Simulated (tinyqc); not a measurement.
Worked calculation: Pariser-Parr-Pople SCF with singles CI, for the molecule c1ccc2[nH]ccc2c1 (SMILES; centres numbered as the heavy atoms are written). One step of it, computed by the program tinyqc.

Task: Singles CI, singlets. Over the 4 single excitations with the smallest orbital gaps: A = (e_a - e_i) delta + 2 (ia|jb) - (ij|ab), with (pq|rs) = sum c_mp c_mq gamma_mn c_nr c_ns. f = 2/3 w |mu|^2 in atomic units, mu = sqrt2 sum c_ia sum_m c_mi c_ma R_m.

orbital energies (eV): -14.566317  -11.192627  -9.466725  -8.097248  -7.368605  0.837401  1.651503  2.861148  4.819749

coefficients:
```
         MO1        MO2        MO3        MO4        MO5        MO6        MO7        MO8
1C  0.038306   0.425080  -0.139740   0.550639  -0.051379  -0.058100   0.557423   0.228731
2C  0.055446   0.389986  -0.400702   0.196916   0.385416  -0.413107  -0.226358  -0.407883
3C  0.133192   0.331640  -0.392389  -0.353427   0.329248   0.397645  -0.298895   0.351002
4C  0.356747   0.240671  -0.125513  -0.524523  -0.178042   0.088094   0.564704  -0.104241
5N  0.831909  -0.329706  -0.184255   0.211098  -0.178667  -0.169630  -0.191212   0.140360
6C  0.311717  -0.076678   0.341754   0.191135   0.504121   0.489858   0.156919  -0.463261
7C  0.154925   0.160821   0.541115  -0.045985   0.431218  -0.300001   0.004675   0.551400
8C  0.179331   0.416954   0.411922  -0.270603  -0.254138  -0.314206  -0.197634  -0.323702
9C  0.071054   0.430128   0.192241   0.318668  -0.414869   0.450136  -0.359925   0.064095

          MO9
1C   0.355042
2C  -0.329680
3C   0.338124
4C  -0.393338
5N   0.061243
6C   0.101446
7C  -0.274228
8C   0.493892
9C  -0.403785
```

repulsion gamma_rs (eV), lower triangle:
```
           1C         2C         3C         4C         5N         6C         7C         8C
1C  12.730000
2C   5.688955  12.730000
3C   4.049039   5.687856  12.730000
4C   3.662848   4.049214   5.689803  12.730000
5N   2.780821   3.012625   4.049543   6.003584  16.130000
6C   2.498483   2.498483   3.014561   4.240121   6.005676  12.730000
7C   2.930910   2.711051   3.050031   4.238909   4.411796   5.689458  12.730000
8C   4.049214   3.662848   4.049608   5.688955   4.411988   4.240121   5.687580  12.730000
9C   5.687856   4.049039   3.662952   4.049608   3.138623   3.014561   3.903262   5.689803

           9C
9C  12.730000
```

Centres (angstrom, eV; a flat drawing with bonds scaled to 1.40 angstrom):

| centre | x | y | core charge z | W | gamma_rr |
|---|---|---|---|---|---|
| 1C | 2.152000 | -0.700000 | 1 | 9.960000 | 12.730000 |
| 2C | 2.152000 | 0.700000 | 1 | 9.960000 | 12.730000 |
| 3C | 0.939000 | 1.400000 | 1 | 9.960000 | 12.730000 |
| 4C | -0.273000 | 0.700000 | 1 | 9.960000 | 12.730000 |
| 5N | -1.605000 | 1.133000 | 2 | 27.550000 | 16.130000 |
| 6C | -2.427000 | 0.000000 | 1 | 9.960000 | 12.730000 |
| 7C | -1.605000 | -1.133000 | 1 | 9.960000 | 12.730000 |
| 8C | -0.273000 | -0.700000 | 1 | 9.960000 | 12.730000 |
| 9C | 0.939000 | -1.400000 | 1 | 9.960000 | 12.730000 |

Give: singlet CI matrix; singlet excitation energies; oscillator strengths.

Result:

singlet CI matrix (eV), lower triangle:
```
         5>6      4>6     5>7     4>7
5>6   5.5500
4>6  -0.1017   5.5929
5>7  -0.0666   0.8093  5.6348
4>7  -0.3342  -0.0160  0.0358  6.8437
```

singlet excitation energies (eV): 4.8021  5.4575  6.4328  6.9289

oscillator strengths: 0.0071  0.6169  1.0320  0.8576
